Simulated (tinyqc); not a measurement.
## Resonant-tunnelling diode, transfer matrices and Tsu-Esaki current: current against voltage

Emitter (band edge 0), barrier d1, well Lw, barrier d2, collector (edge -V). The bias drops linearly over these layers and none in the contacts; each layer is cut into ns equal slices, flat at the value of their centres. E is the energy of motion across the layers, C = hbar^2/(2 m0), psi and psi'/m are continuous. Transport is coherent, T(E) is taken as independent of the transverse momentum, and charge in the well is ignored.

For the pair (psi, psi'/m) a flat layer has M = [[cos kd, (m/k) sin kd], [-(k/m) sin kd, cos kd]] with k = sqrt(m (E - U)/C) above its edge U, and M = [[cosh Kd, (m/K) sinh Kd], [(K/m) sinh Kd, cosh Kd]] with K = sqrt(m (U - E)/C) below it. Later slices stand to the left. With M acting on (psi, psi'/m) and v = k/m in each lead, T(E) = 4 vL vR/[(vL vR M12 - M21)^2 + (vR M11 + vL M22)^2]. J = J0 times the integral over E > 0 of T(E) N(E), N = ln[(1 + exp((Ef - E)/Vt))/(1 + exp((Ef - V - E)/Vt))], J0 = q^2 mw m0 kB T/(2 pi^2 hbar^3) (times 1e-4 for A/cm^2 per eV). The integral is converged to the digits shown.

Parameters, values chosen for the exercise; masses and offsets close to those of InGaAs wells and InP barriers:

| symbol | value | unit | meaning |
|---|---|---|---|
| T | 300 | K | temperature |
| mw | 0.04 | m0 | mass in the well, spacer and contacts |
| U1 | 0.24 | eV | barrier height |
| m1 | 0.08 | m0 | barrier mass |
| d1 | 4.2 | nm | emitter barrier |
| Lw | 8.1 | nm | well width |
| d2 | 4.2 | nm | collector barrier |
| ns | 3 |  | slices in each layer |
| Ef | 0.039 | eV | Fermi energy of both contacts above their band edges |

Constants: q = 1.602176634e-19 C, kB = 1.380649e-23 J/K, hbar = 1.054571817e-34 J s, m0 = 9.1093837015e-31 kg, Vt = kB T/q, hbar^2/(2 m0) = 0.0380998212 eV nm^2. Results are converted to the units shown.

Results:

| V (V) | J (kA/cm^2) |
|---|---|
| 0.01 | 2.508 |
| 0.027 | 6.562 |
| 0.044 | 10.00 |
| 0.061 | 12.34 |
| 0.078 | 12.77 |
| 0.095 | 8.668 |
| 0.112 | 3.106 |
| 0.146 | 5.099 |
| 0.163 | 6.609 |
| 0.18 | 8.531 |

Estimate the missing row, V = 0.129 V.

Computed row:

| V (V) | J (kA/cm^2) |
|---|---|
| 0.129 | 3.938 |

With this row back in the table: Among the rows the current peaks at 12.8 kA/cm^2 at V = 0.078 V and falls to 3.11 kA/cm^2 at 0.112 V, a ratio of 4.11. At zero bias the resonance lies at 0.0509 eV and the centre of the well takes the share 0.500 of the bias, so the level should reach the emitter band edge near V = 0.102 V; beyond that only the tail of the broadened level (width 0.606 meV at zero bias) and off-resonant tunnelling carry current. Without scattering and space charge the valley comes out far lower than in a real diode. The current rises again in the last rows.

tinyqc, about 0.2 s, one thread, Intel Xeon 2.30GHz (shared host): `OMP_NUM_THREADS=1 python tinyqc.py 2600117 2600118 out.jsonl`
